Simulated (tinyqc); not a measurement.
Surface potential of a MOS transistor: implicit equation and explicit approximations: one step of the calculation.

p-type body, charge-sheet picture, depletion and inversion only, full ionisation (an idealisation for deep acceptors), Boltzmann statistics (rough once Na exp(x - xn) passes about Nc/7). In units of Vt: xg = (Vg - Vfb)/Vt, x = psi/Vt, G = gamma/sqrt(Vt), xn = (2 phiF + Vc)/Vt. The implicit equation is (xg - x)^2 = G^2 [x - 1 + exp(x - xn)] for x above about 3. Cox = eps0 eox/tox.

Question. Explicit approximation. Depletion value a = 1 + [sqrt(G^2/4 + xg - 1) - G/2]^2; inversion value b = xn + ln[(xg - xn)^2/G^2 - xn + 1] and first guess y = min(a, b) - ln(1 + exp(-|a - b|)) if a > xn + 1, else b = y = a; one second-order correction with D = exp(y - xn), p = 2 (xg - y) + G^2 (1 + D), w = (xg - y)^2 - G^2 (y - 1 + D): z = y + 2 w/(p + sqrt(p^2 - 2 (2 - G^2 D) w)), or the Newton step z = y + w/p where the root is not real.

G = 1.1101901
xn = 25.567379
xg = 24.659601

Find: a; b; y; p; w; z.

Answer.

a = 19.841
b = 19.841
y = 19.841
p = 10.874
w = -0.0040155
z = 19.840

The root of the implicit equation is x = 19.8404; y misses it by 3.7e-4 and z by -3.6e-15, in units of Vt.

Computed by the program tinyqc: `OMP_NUM_THREADS=1 python tinyqc.py 2122116 2122117 out.jsonl`, one thread of a shared Intel Xeon 2.30GHz, about 0.01 s for the whole run.
